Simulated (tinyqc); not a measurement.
Longitudinal sound in a periodic multilayer: transfer matrices, stop bands and folded phonons: one step, computed by the program tinyqc.

Layers 1 and 2 repeat with period d = d_1 + d_2; waves travel normal to the layers, without loss. State vector (u, s): displacement u and stress divided by omega. Impedances Z = rho v are in 1e6 kg/(m^2 s).

Task: Impedances, mean velocity and Bragg frequency. Z = rho v; interface reflection r = (Z_2 - Z_1)/(Z_2 + Z_1) (stress amplitude, from 1 into 2); Bragg frequency f_B = 1/[2 (d_1/v_1 + d_2/v_2)]; long-wave velocity v_eff = d/sqrt[(d_1/v_1)^2 + (d_2/v_2)^2 + (Z_1/Z_2 + Z_2/Z_1)(d_1/v_1)(d_2/v_2)].

Inputs (values chosen for the exercise, modelled on silica (layer 1), hafnia (layer 2) and gallium arsenide (substrate)):
```
quantity            value    unit
density rho_1        2.24  g/cm^3
velocity v_1         5950     m/s
thickness d_1        26.1      nm
density rho_2        9.76  g/cm^3
velocity v_2         5430     m/s
thickness d_2        22.5      nm
substrate density    5.24  g/cm^3
substrate velocity   4660     m/s
```

Give: Z_1; Z_2; Z of the substrate; interface reflection r; Bragg frequency f_B; long-wave velocity v_eff.

Result:

Z_1 = 13.328

Z_2 = 52.9968

Z of the substrate = 24.4184

interface reflection r = 0.59810

Bragg frequency f_B = 58.615 GHz

long-wave velocity v_eff = 4566.7 m/s
